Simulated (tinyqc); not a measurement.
# Tunnelling through a gate dielectric, WKB transmission and Tsu-Esaki current: effect of the thickness t1 at fixed voltage

Electrons leave the emitter at x = 0. Energies E (motion across the layers) are in eV from the emitter Fermi level; the collector Fermi level lies at -V and offers states at every E. No charge in the dielectric and no image force: F1 = V/t1, U = phi1 - F1 x. With C = hbar^2/(2 m0), kappa = sqrt(m (U - E)/C) where U > E and 0 elsewhere; T(E) = exp(-S), S = 2 times the integral of kappa over x.

Each layer adds (2/F) sqrt(m/C) [G(u at its left edge) - G(u at its right edge)] to S, with u = U - E (0 where negative) and G(u) = (2/3) u^1.5. J = J0 times the integral of T(E) N(E) dE, N = ln[(1 + exp(-E/Vt))/(1 + exp((-E - V)/Vt))], J0 = q^2 me m0 kB T/(2 pi^2 hbar^3) (times 1e-4 for A/cm^2 per eV), from E = -Ef to far above the barrier (T = 1 there), by quadrature converged to the digits shown.

Parameters, values chosen for the exercise; dielectric values close to those of silicon dioxide:

| symbol | value | unit | meaning |
|---|---|---|---|
| T | 300 | K | temperature |
| Ef | 0.27 | eV | Fermi energy of the emitter above its band bottom |
| me | 1 | m0 | emitter mass in the supply function |
| phi1 | 2.98 | eV | barrier of layer 1 above the emitter Fermi level at zero bias |
| m1 | 0.49 | m0 | tunnelling mass of layer 1 |
| V | 0.5 | V | voltage across the dielectric |

Constants: q = 1.602176634e-19 C, kB = 1.380649e-23 J/K, hbar = 1.054571817e-34 J s, m0 = 9.1093837015e-31 kg, Vt = kB T/q, hbar^2/(2 m0) = 0.0380998212 eV nm^2. Results are converted to the units shown.

Effect of the thickness t1 at fixed voltage:

| t1 (nm) | S at E = 0 | T(E = 0) | J (A/cm^2) | mean E of the current (eV) |
|---|---|---|---|---|
| 1.1 | 13.03 | 2.191e-6 | 895.6 | -0.1626 |
| 1.37 | 16.23 | 8.942e-8 | 33.32 | -0.1594 |
| 1.64 | 19.43 | 3.650e-9 | 1.242 | -0.1561 |
| 1.91 | 22.63 | 1.490e-10 | 0.04637 | -0.1528 |
| 2.19 | 25.94 | 5.402e-12 | 0.001536 | -0.1492 |
| 2.46 | 29.14 | 2.205e-13 | 5.759e-5 | -0.1457 |
| 2.73 | 32.34 | 9.002e-15 | 2.163e-6 | -0.1421 |
| 3 | 35.54 | 3.674e-16 | 8.144e-8 | -0.1385 |

Read the table: what changes, and by how much?

J falls from 896 to 8.14e-8 A/cm^2: 5.29 decades a nanometre between the first two rows and 5.28 between the last two. The exponent S alone gives dS/dt/ln 10 = 5.14 and 5.14.

Numbers from tinyqc (`OMP_NUM_THREADS=1 python tinyqc.py 2540106 2540107 out.jsonl`; about 0.02 s on one thread of a shared Intel Xeon 2.30GHz).
